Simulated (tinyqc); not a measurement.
k.p theory built from an empirical-pseudopotential calculation at Gamma: sweeps and comparisons. A value that a table varies takes the place of the one given here.

Empirical pseudopotential on the fcc lattice, atoms at +/- tau, tau = a (1,1,1)/8, no spin-orbit coupling. H(G,G') = c (2 pi/a)^2 |k + G|^2 delta + VS(q) cos(q.tau) + i VA(q) sin(q.tau), q = G - G', c = hbar^2/2m0; k and G in units of 2 pi/a; VS at |q|^2 = 3, 8, 11 and VA at 3, 4, 11, in rydberg, zero elsewhere. The basis is fixed: all 59 G with |G|^2 up to Gcut. Energies are counted from the fourth level at Gamma.

k.p in the lowest n states at Gamma: H_nm = (E_n + c k^2) delta + 2 c k.<n|G|m>, k in 1/angstrom; with all states of the basis it is exact.

Empirical pseudopotential on the fcc lattice, atoms at +/- tau, tau = a (1,1,1)/8, no spin-orbit coupling. H(G,G') = c (2 pi/a)^2 |k + G|^2 delta + VS(q) cos(q.tau) + i VA(q) sin(q.tau), q = G - G', c = hbar^2/2m0; k and G in units of 2 pi/a; VS at |q|^2 = 3, 8, 11 and VA at 3, 4, 11, in rydberg, zero elsewhere. The basis holds all G with |G|^2 up to a cut-off. Energies are counted from the fourth level at Gamma.

For a multiplet A of d_A states, W(B) = (4 c/(3 d_A)) sum over n in A, m in B and i = x, y, z of |<n|G_i|m>|^2 (G in 1/angstrom, <n|G_i|m> = sum_G c_n(G)* G_i c_m(G)); the mean inverse mass of A is 1 + sum_B W(B)/(E_A - E_B). Multiplets with W = 0 are left out.

Valence parameters: D(u) = c + 4 c^2 sum_m <n|u.G|m><m|u.G|n'>/(0 - E_m) on the valence triplet, in units of c, has eigenvalues L, M, M along [100] and (L + 2M + 2N)/3, (L + 2M - N)/3 twice along [111]; g1 = -(L + 2M)/3, g2 = -(L - M)/6, g3 = -N/6.

Constants: hbar^2/2m0 = 3.80998211 eV angstrom^2; Ry = 13.60569312 eV.

Parameters, chosen for this exercise (near those of Si; shifted at random, so the results belong to these values and not to a real crystal): a = 5.443 angstrom (lattice constant); VS = (-0.215, 0.04, 0.081) Ry (symmetric form factors); VA = (0, 0, 0) Ry (antisymmetric form factors); Gcut = 12 (2 pi/a)^2 (largest |G|^2 of the fixed basis); VS3 = -0.215 Ry; VS8 = 0.04 Ry; VS11 = 0.081 Ry; VA3 = 0 Ry; VA4 = 0 Ry; VA11 = 0 Ry.

## How many bands a k.p model needs: band 4 from Gamma to X

Band 4 (counted from below) at k = f (1, 0, 0) 2 pi/a; n ends on whole multiplets.

Energies (eV):

| f | n = 8 | n = 15 | n = 27 | n = 59 (exact) |
|---|---|---|---|---|
| 0.000 | 0.000 | 0.000 | 0.000 | 0.000 |
| 0.125 | -0.238 | -0.241 | -0.245 | -0.245 |
| 0.250 | -0.746 | -0.771 | -0.783 | -0.784 |
| 0.375 | -1.275 | -1.348 | -1.375 | -1.376 |
| 0.500 | -1.722 | -1.866 | -1.910 | -1.913 |
| 0.625 | -2.046 | -2.279 | -2.347 | -2.352 |
| 0.750 | -2.231 | -2.568 | -2.666 | -2.673 |
| 0.875 | -2.270 | -2.721 | -2.856 | -2.867 |
| 1.000 | -2.158 | -2.732 | -2.912 | -2.928 |

With n = 8 the band stays within 0.05 eV of the exact one up to f = 0.250 (error at X: +0.771 eV). With n = 15 the band stays within 0.05 eV of the exact one up to f = 0.500 (error at X: +0.197 eV). With n = 27 the band stays within 0.05 eV of the exact one over the whole line (error at X: +0.016 eV). A smaller basis can only raise a level.

## Convergence with the plane-wave basis

E_s is the lowest empty singlet, Ep its W to the valence triplet, m its mass.

Results:

| cut-off | plane waves | E_s (eV) | Ep (eV) | m (m0) | g1 | g2 | g3 |
|---|---|---|---|---|---|---|---|
| 8 | 27 | 3.893 | 21.39 | 0.1546 | 4.29 | 0.44 | 1.52 |
| 11 | 51 | 3.986 | 21.25 | 0.1586 | 4.19 | 0.48 | 1.43 |
| 12 | 59 | 3.961 | 21.23 | 0.1579 | 4.33 | 0.45 | 1.47 |
| 16 | 65 | 3.961 | 21.23 | 0.1579 | 4.36 | 0.44 | 1.48 |
| 19 | 89 | 3.939 | 21.29 | 0.1569 | 4.34 | 0.47 | 1.48 |
| 20 | 113 | 3.906 | 21.34 | 0.1554 | 4.34 | 0.48 | 1.48 |
| 24 | 137 | 3.908 | 21.35 | 0.1555 | 4.34 | 0.47 | 1.49 |

Against the last row, E_s errs most, by +0.078 eV, at cut-off 11, and by -0.003 eV in the last row but one. Ep varies by 0.8 % over the table and m by 2.6 %: the mass, near E_s/Ep, inherits the errors of both. Local form factors fix the converged values only roughly. The gap is a difference of two levels, so it need not converge steadily, and here it does not.

## What each form factor does (empirical-pseudopotential levels)

Lowest empty singlet and triplet at Gamma and the valence width there (fixed basis); lowest empty level at X = (1,0,0) and L = (1/2,1/2,1/2) from the valence top, these levels and that top with all |k + G|^2 up to 21. Singlet and triplet count orbital degeneracy. VS3 is VS at |q|^2 = 3, and so on. The row for a keeps the form factors fixed, so it is no model of a real expansion, which changes them too. Each row changes one parameter from the base and keeps the others.

Results:

| case | singlet (eV) | triplet (eV) | X (eV) | L (eV) | width (eV) |
|---|---|---|---|---|---|
| base | 3.961 | 3.501 | 1.110 | 1.973 | 12.612 |
| a = 5.497 angstrom | 3.976 | 3.526 | 1.239 | 2.045 | 12.310 |
| VS3 = -0.225 Ry | 3.896 | 3.645 | 1.352 | 2.070 | 12.558 |
| VS8 = 0.03 Ry | 3.470 | 3.558 | 1.026 | 1.741 | 12.684 |
| VS11 = 0.071 Ry | 3.450 | 3.267 | 0.844 | 1.643 | 12.782 |
| VA3 = 0.03 Ry | 3.995 | 3.521 | 0.850 | 1.968 | 12.615 |
| VA4 = 0.03 Ry | 3.832 | 3.583 | 0.671 | 2.015 | 12.603 |
| VA11 = 0.03 Ry | 3.814 | 3.454 | 0.820 | 1.913 | 12.632 |

The largest shifts from the base row, up to three for each result and ties (the steps differ in size, so this ranks the rows, not the parameters). singlet (eV): VS11 -0.511, VS8 -0.491, VA11 -0.147. triplet (eV): VS11 -0.234, VS3 +0.144, VA4 +0.082. X (eV): VA4 -0.440, VA11 -0.290, VS11 -0.266. L (eV): VS11 -0.330, VS8 -0.232, VS3 +0.097. width (eV): a -0.302, VS11 +0.170, VS8 +0.072. In a diamond crystal a small VA enters the levels at Gamma and L only in second order, by symmetry, but splits the degenerate pair at X in first order.

Program tinyqc; command `OMP_NUM_THREADS=1 python tinyqc.py 1050929 1050930 out.jsonl`; about 0.3 s on one thread of a shared Intel(R) Xeon(R) Processor @ 2.30GHz.
